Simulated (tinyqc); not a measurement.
Worked calculation: Ewald sum of point charges, simple cubic lattice in a neutralising background. Computed by tinyqc, a small Python program that keeps every step. Command: `OMP_NUM_THREADS=1 python tinyqc.py 24710 24711 out.jsonl` (the two numbers bound the seeds that draw the settings). One thread of a shared host (Intel(R) Xeon(R) Processor @ 2.60GHz), about 0.02 s of CPU time with the checks.

## Ewald sum with eta = 0.364 1/bohr

cell vectors (rows) (bohr):
```
          1         2         3
1  9.160000  0.000000  0.000000
2  0.000000  9.160000  0.000000
3  0.000000  0.000000  9.160000
```

Charges:
```
q               f1        f2        f3
1.000000  0.000000  0.000000  0.000000
```

Real space: 1/2 sum q_i q_j erfc(eta r)/r over all images with r > 0; reciprocal space: (2 pi/V) sum_(G != 0) exp(-G^2/4 eta^2)/G^2 |S(G)|^2 with S(G) = sum q exp(i G.r); self term -eta/sqrt(pi) sum q^2; background -pi Q^2/(2 V eta^2), Q the total charge.

Real-space shells (first ones):
```
r (bohr)   pairs  sum (hartree)
9.160000       6       7.90e-07
12.954196     12       1.20e-11
15.865585      8              0
```

Reciprocal shells (first ones that count):
```
G^2 (1/bohr^2)  vectors  sum (hartree)
0.470510              6       0.042906
0.941020             12       0.017659
1.411530              8       0.003230
1.882040              6       0.000748
2.352550             24       0.000985
2.823060             24       0.000338
3.764079             12       0.000021
4.234589             30       0.000020
4.705099             24       0.000006
5.175609             24       2.18e-06
5.646119              8       2.74e-07
6.116629             24       3.12e-07
```

## The total does not depend on eta

The same sums for other eta.

Totals (hartree per cell):
```
eta           real  reciprocal       self  background        total
0.364000  7.90e-07    0.065915  -0.205365   -0.015425  -0.15487432
0.507000  1.67e-11    0.139121  -0.286044   -0.007951  -0.15487432
0.763000         0    0.279113  -0.430477   -0.003511  -0.15487432
```

shortest distance = 9.160000 bohr
